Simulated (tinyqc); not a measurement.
UHF in the sto-3g basis, for BeH, spin multiplicity 2, step by step. This run ends on a higher stationary point, not on the lowest solution. One step of it, computed by the program tinyqc.

Problem. Orthogonalisation. S = U s U^T; symmetric (Loewdin) form X = U s^(-1/2) U^T, so that X^T S X = 1.

overlap S, order 1Be 1s, 1Be 2s, 1Be 2px, 1Be 2py, 1Be 2pz, 2H 1s:
$$\begin{pmatrix}
1.000000 & 0.259517 & 0.000000 & 0.000000 & 0.000000 & 0.066781 \\
0.259517 & 1.000000 & 0.000000 & 0.000000 & 0.000000 & 0.452701 \\
0.000000 & 0.000000 & 1.000000 & 0.000000 & 0.000000 & 0.000000 \\
0.000000 & 0.000000 & 0.000000 & 1.000000 & 0.000000 & 0.000000 \\
0.000000 & 0.000000 & 0.000000 & 0.000000 & 1.000000 & 0.520780 \\
0.066781 & 0.452701 & 0.000000 & 0.000000 & 0.520780 & 1.000000
\end{pmatrix}$$

Give: eigenvalues of S; X.

Solution.

eigenvalues of S: [0.3014, 0.7937, 1.0000, 1.0000, 1.1733, 1.7316]

X, order 1Be 1s, 1Be 2s, 1Be 2px, 1Be 2py, 1Be 2pz, 2H 1s:
$$\begin{pmatrix}
1.0276 & -0.1458 & 0.0000 & 0.0000 & -0.0115 & 0.0216 \\
-0.1458 & 1.1536 & 0.0000 & 0.0000 & 0.1432 & -0.3433 \\
0.0000 & 0.0000 & 1.0000 & 0.0000 & 0.0000 & 0.0000 \\
0.0000 & 0.0000 & 0.0000 & 1.0000 & 0.0000 & 0.0000 \\
-0.0115 & 0.1432 & 0.0000 & 0.0000 & 1.1615 & -0.3884 \\
0.0216 & -0.3433 & 0.0000 & 0.0000 & -0.3884 & 1.2845
\end{pmatrix}$$
